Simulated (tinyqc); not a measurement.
Implant damage, amorphisation by cascade overlap, and solid-phase epitaxial regrowth: one step, computed by the program tinyqc.

Range and width of the damage are inputs. Dynamic annealing enters only through the surviving share f.

Question. Isothermal regrowth. v = v0 x orientation factor x exp(-E_a/(k_B T)) x [1 + (enhancement - 1) exp(-(z - R_d)^2/(2 s_d^2))], T = anneal temperature + 273.15 K; the dopant is taken to follow the damage profile; the lower front moves from the lower edge z2 to the surface, or to the middle (z1 + z2)/2 of a buried layer with upper edge z1; time = int dz/v; the equivalent undoped distance is that time times the undoped velocity.

Inputs (values chosen for the exercise, modelled on fluorine ions in silicon):

| quantity | value | unit |
|---|---|---|
| depth of the damage peak R_d | 12 | nm |
| width of the damage profile s_d | 6.5 | nm |
| regrowth prefactor v0 | 4.8e+15 | nm/s |
| regrowth energy E_a | 2.68 | eV |
| anneal temperature | 709 | C |
| rate relative to (100) | 1 | - |
| peak enhancement by the dopant | 12 | - |

lower edge = 25.57496 nm

upper edge = 0 nm

Constants: k_B = 8.617333262e-05 eV/K.

Give: undoped velocity; distance to regrow; time without enhancement; equivalent undoped distance; time with enhancement.

Answer.

undoped velocity = 84.95 nm/s

distance to regrow = 25.57 nm

time without enhancement = 0.3011 s

equivalent undoped distance = 4.199 nm

time with enhancement = 0.04943 s

The rate doubles for each 21 K or so near this temperature.
